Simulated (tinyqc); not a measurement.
Tight binding, dimerised chain, step by step. One step of it, computed by the program tinyqc.

Problem. Bloch Hamiltonian at k. H_AA = +delta, H_BB = -delta, H_AB = -t1 - t2 exp(-i k a).

Parameters chosen for this model:
```
parameter     value                      unit
t1         1.830000       eV, inside the cell
t2         0.850000         eV, between cells
delta             0  eV, +/- on the two sites
```

k point k (2 pi / a): [0.450000]

Give: H(k) at k.

Solution.

H(k) at k (eV), order A, B:
```
[[0.000, -1.022+0.263i],
 [-1.022-0.263i, 0.000]]
```
